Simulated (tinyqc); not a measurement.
Worked calculation: Lorentz oscillators and the Kramers-Kronig relations. Values are carried at full precision from step to step, so a last printed digit may differ when a step is redone from the rounded ones.

eps(E) = 1 + sum_j S_j/(E0_j^2 - E^2 - i G_j E).

Constants: hbar c = 1973.269805 eV angstrom; hbar^2/2m0 = 3.80998211 eV angstrom^2; e^2/(4 pi eps0) = 14.39964547 eV angstrom.

Values chosen for the exercise (line positions loosely like those of SiC; Lorentz tails absorb below the gap, where the real solid is clear; not measured data):
- E0 = (6.11, 7.86, 9.74) eV (resonances)
- G = (1.08, 0.99, 2.76) eV (widths)
- S = (59.4, 142.3, 70.2) eV^2 (strengths)
- E = 3.61 eV (photon energy)
- h = 0.8 eV (grid step)
- M = 40 (grid points E_j = j h)
- i = 15 (grid index at which eps1 is wanted)

## Dielectric function at one energy

Evaluate each oscillator and the sum.

terms: 2.3831+0.3824i  2.9035+0.2129i  0.8453+0.1029i

eps(E) = 7.1319+0.6981i
eps(0) = 5.6345

## Optical constants

n + i k = sqrt(eps1 + i eps2) with k >= 0; R = ((n - 1)^2 + k^2)/((n + 1)^2 + k^2) at normal incidence from vacuum; alpha = 2 E k/(hbar c), times 1e8 for 1/cm; loss function Im(-1/eps) = eps2/(eps1^2 + eps2^2).

Convert eps at the photon energy E into the optical constants.

n = 2.6738
k = 0.1306
R = 0.2086
alpha = 4.78e+04 1/cm
loss function = 0.0136
vacuum wavelength hc/E (hc = 1239.841984 eV nm) = 343.4 nm

The intensity falls to 1/e within 209 nm.

## Absorptive part on the grid

Tabulate eps2 at E_j = j h.

eps2(E_j), j = 1 .. M: 0.0857  0.1852  0.3192  0.5299  0.9308  1.9505  6.0518  9.0267  9.1058  18.3871  6.1005  4.1545  2.7926  1.6167  0.9739  0.6342  0.4410  0.3225  0.2450  0.1918  0.1537  0.1255  0.1042  0.0876  0.0746  0.0641  0.0556  0.0485  0.0427  0.0378  0.0336  0.0300  0.0270  0.0244  0.0220  0.0200  0.0183  0.0167  0.0153  0.0141

## eps1 at one grid point

Kramers-Kronig: eps1(E) = 1 + (2/pi) P integral_0^infinity E1 eps2(E1)/(E1^2 - E^2) dE1. Maclaurin rule on the grid E_j = j h, j = 1 .. M: eps1(E_i) = 1 + (4 h/pi) sum over j with j - i odd of E_j eps2(E_j)/(E_j^2 - E_i^2); nothing is added above E_M.

List the terms E_j eps2_j/(E_j^2 - E_i^2) for j - i odd, add them and form eps1.

terms in order of j (1/eV): -0.0021  -0.0127  -0.0774  -0.5607  -1.8387  -0.7694  -0.9756  0.4091  0.0733  0.0274  0.0133  0.0075  0.0046  0.0030  0.0021  0.0015  0.0011  0.0008  0.0007  0.0005

sum = -3.692 1/eV
eps1(E_i) = -2.760

The oscillator formula gives -2.226 at E_i = 12 eV. The rule samples every 2h = 1.6 eV against a narrowest width of 0.99 eV and stops at 32 eV; coarse sampling and the missing tail make the difference.

## The f-sum on the grid

W(E_M) = (2/pi) h sum_j E_j eps2_j, with half weight on the last point; the full integral equals sum S_j = (hbar omega_p)^2, and the electron density follows from (hbar omega_p)^2 = 8 pi c (e^2/(4 pi eps0)) N with c = hbar^2/2m0.

W(E_M) = 264.58 eV^2
sum S = 271.90 eV^2
share reached on this grid (a step near the line widths can inflate it) = 0.973
hbar omega_p = 16.489 eV
N = 1.97e+23 1/cm^3

## Checks

- The value of eps1 at 3.630 eV from a fine, long grid (with the tail of eps2 ~ 1/E^3 added) against the oscillator formula: both 7.15.

tinyqc: `OMP_NUM_THREADS=1 python tinyqc.py 1651347 1651348 out.jsonl`; about 0.2 s, one thread, shared Intel(R) Xeon(R) Processor @ 2.30GHz.
